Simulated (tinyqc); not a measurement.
Resonant-tunnelling diode, transfer matrices and Tsu-Esaki current: one step of the calculation.

Emitter (band edge 0), barrier d1, well Lw, barrier d2, collector (edge -V). The bias drops linearly over these layers and none in the contacts; each layer is cut into ns equal slices, flat at the value of their centres. E is the energy of motion across the layers, C = hbar^2/(2 m0), psi and psi'/m are continuous. Transport is coherent, T(E) is taken as independent of the transverse momentum, and charge in the well is ignored.

Task. Current from the resonance alone. J = J0 times the integral over E > 0 of T(E) N(E), N = ln[(1 + exp((Ef - E)/Vt))/(1 + exp((Ef - V - E)/Vt))], J0 = q^2 mw m0 kB T/(2 pi^2 hbar^3) (times 1e-4 for A/cm^2 per eV). For a sharp resonance J = J0 (pi G/2) Tp N(Er), with Er the peak energy, Tp the peak transmission and G the full width at half maximum (in eV). The three values given are estimates from a parabola through three points of 1/T(E).

Values chosen for this exercise; masses and offsets of a made-up heterostructure: temperature T = 300 K; mass in the well, spacer and contacts mw = 0.19 m0; Fermi energy of both contacts above their band edges Ef = 0.065 eV; bias of the collector V = 0.12 V.

Constants: q = 1.602176634e-19 C, kB = 1.380649e-23 J/K, hbar = 1.054571817e-34 J s, m0 = 9.1093837015e-31 kg, Vt = kB T/q. Results are converted to the units shown.

Er = 0.040331407 eV
Tp = 0.71605411
G = 3.2207445 meV

Give: J0; N(Er); J.

Result.

J0 = 7.949e7 A/(cm^2 eV)
N(Er) = 1.255
J = 361.5 kA/cm^2

The full integral over T(E) gives 350.4 kA/cm^2; the value above is 3.2 % above it.

Program tinyqc, `OMP_NUM_THREADS=1 python tinyqc.py 2600027 2600028 out.jsonl`; Intel Xeon 2.30GHz, shared host, one thread, about 0.2 s.
